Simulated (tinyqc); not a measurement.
Inside a calculation. Model: ballistic Schottky-barrier transistor with a two-dimensional channel, WKB contacts.

Computed by the program tinyqc: `OMP_NUM_THREADS=1 python tinyqc.py 2390037 2390038 out.jsonl`, one thread of a shared Intel Xeon 2.30GHz, about 0.4 s for the whole run. Printed values are rounded.

Source Fermi level 0, drain Fermi level -Vd. Far from the contacts Ec = pn - psi, and the gate moves psi one to one; the band edges relax as exp(-x/lam) from pn at the source and pn - Vd at the drain; Ev = Ec - Eg. A carrier of energy w inside the channel band meets at a contact a barrier of height D (the contact edge beyond the channel edge): T = 1 for w >= D, else exp(-S), S = 4 lam sqrt(m/C) [sqrt(D - w) - sqrt(w) arctan sqrt((D - w)/w)], C = hbar^2/(2 m0). The two contacts combine as Ts Td/(Ts + Td - Ts Td).

Values chosen for this exercise; channel values close to those of a black phosphorus layer:
- T = 300 K (temperature)
- Eg = 0.893 eV (band gap)
- pn = 0.49 eV (barrier for electrons at both contacts)
- mn = 0.17 m0 (electron mass)
- mp = 0.14 m0 (hole mass)
- g = 1 (valleys or subbands)
- lam = 4.5 nm (screening length at the contacts)
- Vd = 0.7 V (drain bias)
- ps = -0.1 V (band shift psi of the channel by the gate)
- w0 = 0.48 eV (energy of one carrier inside the channel band)
- wm = 0.98 eV (upper end of the grid)
- nE = 13 (points of the grid)

Constants: q = 1.602176634e-19 C, kB = 1.380649e-23 J/K, hbar = 1.054571817e-34 J s, h = 6.62607015e-34 J s, m0 = 9.1093837015e-31 kg, Vt = kB T/q, hbar^2/(2 m0) = 0.0380998212 eV nm^2. Results are converted to the units shown.

Range of the model: No scattering, image-force lowering, channel charge or band-to-band tunnelling; parabolic kappa overstates S deep in the gap.

## Band edges and barriers

Electrons: Ds = psi, Dd = psi - Vd, Es = Ec, Ed = Ec + Vd. Holes: Ds = -psi, Dd = Vd - psi, Es = -Ev, Ed = -Ev - Vd. The size of each current is taken; both flow from drain to source and add.

Ec = 0.59 eV
Ev = -0.303 eV
D for electrons (eV): source -0.100000, drain -0.800000
D for holes (eV): source 0.100000, drain 0.800000

A negative D is no barrier. Here the holes carry the larger current.

## Transmission of one of the holes

S and T at both contacts for w = w0, and the tunnelling distance lam ln(D/w) at the higher barrier.

S at the source = 0
S at the drain = 3.15019
combined T = 0.0428441
tunnelling distance = 2.29872 nm

## Current of the holes on a coarse grid

I/W = g (2 q^2/h) int T(w) [N(Es + w) - N(Ed + w)] dw with w the energy of motion along the channel, N(y) = (1/2 pi) sqrt(pi m kB T/C) Fm(-y/kB T), Fm(x) = (1/sqrt(pi)) int_0^infinity u^(-1/2)/(1 + exp(u - x)) du. Electrons: Ds = psi, Dd = psi - Vd, Es = Ec, Ed = Ec + Vd. Holes: Ds = -psi, Dd = Vd - psi, Es = -Ev, Ed = -Ev - Vd. The size of each current is taken; both flow from drain to source and add. Simpson's rule on nE equally spaced w from 0 to wm.

```
point    w (eV)          Ts           Td            T  size of the supply difference (1/um)
0      0.000000  1.82515e-5  3.95301e-14  3.95301e-14                               383.773
1      0.081667    0.734220   4.30031e-8   4.30031e-8                               341.661
2      0.163333           1   5.20988e-6   5.20988e-6                               293.364
3      0.245000           1   1.37270e-4   1.37270e-4                               234.575
4      0.326667           1   0.00160928   0.00160928                               152.218
5      0.408333           1    0.0110346    0.0110346                               39.1894
6      0.490000           1    0.0506841    0.0506841                               2.33671
7      0.571667           1     0.167973     0.167973                              0.101069
8      0.653333           1     0.417349     0.417349                            0.00429555
9      0.735000           1     0.781630     0.781630                            1.82429e-4
10     0.816667           1            1            1                            7.74738e-6
11     0.898333           1            1            1                            3.29015e-7
12     0.980000           1            1            1                            1.39726e-8
```

current = 5.61164 uA/um

A converged quadrature gives 5.362 uA/um; this grid is 4.7 % above that. Under 0.001 % of it passes over both barriers, the rest tunnels. The other carrier adds 2.35e-8 uA/um.
